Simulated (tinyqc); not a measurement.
Hydrogenic donor in a hard-walled well (variational): sweeps and comparisons. A value that a table varies takes the place of the one given here.

Trial function cos(pi z/L) exp(-r/lam), r measured from the donor at zi, walls at +/- L/2, one eps everywhere. Counted from the lowest subband, E(lam) = c/(m lam^2) - (q/eps) I0/I1, with I0 the integral of cos^2(pi z/L) exp(-2|z - zi|/lam) over the well and I1 the same with the factor (|z - zi| + lam/2); c = hbar^2/2m0, q = e^2/(4 pi eps0). The binding energy is -E at the minimum.

Constants: hbar^2/2m0 = 3.80998211 eV angstrom^2; e^2/(4 pi eps0) = 14.39964547 eV angstrom; Ry = 13.60569312 eV.

Inputs chosen for the exercise (near those of InP; the results hold for these values, not for the real material): m = 0.082 m0 (mass); eps = 12.2 (dielectric constant); Ls = (14, 35, 67, 140, 278, 567, 1040) angstrom (widths); L = 355 angstrom (well width); zi = 0 angstrom (position of the donor from the centre).

## Width of the well

Ry* = 7.4957 meV
a* = 78.731 angstrom

Donor at the centre and at the wall (zi = L/2).

Binding:
```
L (angstrom)   L/a*  centre (meV)  in Ry*  wall (meV)  in Ry*  centre/wall
14             0.18         25.27   3.371       19.18   2.559         1.32
35             0.44         21.25   2.835       13.64   1.820         1.56
67             0.85         17.77   2.370       10.00   1.335         1.78
140            1.78         13.83   1.845        6.67   0.890         2.07
278            3.53         10.78   1.438        4.44   0.593         2.42
567            7.20          8.70   1.161        2.95   0.394         2.95
1040          13.21          7.90   1.054        2.27   0.303         3.48
```

At the centre the binding falls from 3.37 to 1.05 Ry*, between the limits 4 and 1. At the wall it falls from 2.56 to 0.30 Ry*, towards 1/4: the wall forces a node through the donor, as in a 2p state. With this trial function, which underbinds wall donors by about a tenth, the wall donor drops below the bulk value between 67 and 140 angstrom. The ratio grows from 1.32 to 3.48. Widths under about 15 angstrom lie outside envelope theory and serve only to show the limit.

## Position of the donor

Fixed width; zi from the centre to the wall.

Binding:
```
2 zi/L  zi (angstrom)  lam (angstrom)  binding (meV)  in Ry*
0.0               0.0            83.2           9.92   1.323
0.2              35.5            83.0           9.64   1.287
0.4              71.0            83.4           8.76   1.168
0.6             106.5            89.8           7.11   0.949
0.8             142.0           122.0           5.11   0.681
0.9             159.8           147.8           4.37   0.583
1.0             177.5           171.5           3.84   0.513
```

Uniform doping spreads the level over 6.08 meV, from 9.92 at the centre to 3.84 at the wall, while lam grows by 106 %. The slope is flat at the centre, which gives a peak in the density of donor states there, and steepest between 2 zi/L = 0.6 and 0.8.

## What each parameter does

The minimum over lam; Ry* = Ry m/eps^2. Each row changes one parameter from the base and keeps the others.

Results:
```
case              binding (meV)  lam (angstrom)  binding/Ry*
base                       9.92            83.2        1.323
m = 0.07 m0                8.93            96.3        1.395
eps = 11                  11.81            75.3        1.281
L = 462 angstrom           9.16            83.7        1.223
zi = 71 angstrom           8.76            83.4        1.168
```

The largest shifts from the base row, up to three for each result and ties (the steps differ in size, so this ranks the rows, not the parameters). binding (meV): eps +1.89, zi -1.16, m -0.99. lam (angstrom): m +13.2, eps -7.9, L +0.5. binding/Ry*: zi -0.155, L -0.101, m +0.072.

tinyqc: `OMP_NUM_THREADS=1 python tinyqc.py 1250311 1250312 out.jsonl`; about 0.02 s, one thread, shared Intel(R) Xeon(R) Processor @ 2.30GHz.
